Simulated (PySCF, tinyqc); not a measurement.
Ways to converge the cycle: SCF convergence aids in the sto-3g basis, for BeH2, spin multiplicity 1. Computed by the program tinyqc with PySCF. RHF with one setting changed at a time; a run stops when the energy changes by less than 1e-09 hartree and the error matrix is below 1e-5. The start is random orbitals. Damping d keeps d of the old density; a shift (hartree) raises the virtual levels; DIIS n extrapolates F over n matrices.

Geometry (angstrom):
```
atom,x,y,z
Be,0.0000,0.0000,0.0000
H,0.0000,1.9010,0.1820
H,0.0000,-1.9680,0.1880
```

lowest restricted solution found by these runs and by PySCF = -15.376274 hartree

Largest element of the error matrix X^T (FDS - SDF) X:
```
iteration,plain,damping 0.3,damping 0.6,shift 0.4,DIIS 3,DIIS 8
1,3.2e+00,3.2e+00,3.2e+00,3.2e+00,3.2e+00,3.2e+00
2,2.8e-01,8.2e-01,1.7e+00,3.1e-01,2.8e-01,2.8e-01
3,1.1e-01,2.8e-01,1.0e+00,1.8e-01,1.0e-01,1.0e-01
4,2.5e-02,9.8e-02,6.1e-01,9.5e-02,3.0e-02,3.0e-02
5,1.3e-02,3.4e-02,3.8e-01,6.3e-02,7.7e-03,7.6e-03
6,6.9e-03,2.3e-02,2.4e-01,4.4e-02,1.9e-03,1.3e-03
8,1.9e-03,1.0e-02,9.4e-02,2.2e-02,5.5e-05,2.2e-05
10,5.4e-04,4.5e-03,3.8e-02,1.1e-02,1.3e-06,3.3e-07
14,4.2e-05,8.9e-04,1.0e-02,3.2e-03,-,-
20,-,8.0e-05,2.9e-03,4.9e-04,-,-
30,-,-,3.6e-04,2.2e-05,-,-
45,-,-,1.6e-05,-,-,-
```

How each run ends:
```
run,iterations,E (hartree),state
plain,17,-15.37627,lowest found
damping 0.3,26,-15.37627,lowest found
damping 0.6,48,-15.37627,lowest found
shift 0.4,33,-15.37627,lowest found
DIIS 3,10,-15.37627,lowest found
DIIS 8,10,-15.37627,lowest found
```

What does the comparison show, and why?

6 of 6 runs reach the lowest restricted solution found, in 10 to 48 iterations (fastest: DIIS 3, DIIS 8). Plain steps already contract here, so damping only slows them. DIIS 3 and DIIS 8 gain by cancelling the error over several earlier matrices, much as a quasi-Newton step does. The restricted reference is unstable here: a spin-polarised solution lies 0.0046 hartree lower (PySCF), so results built on it describe a poor reference.
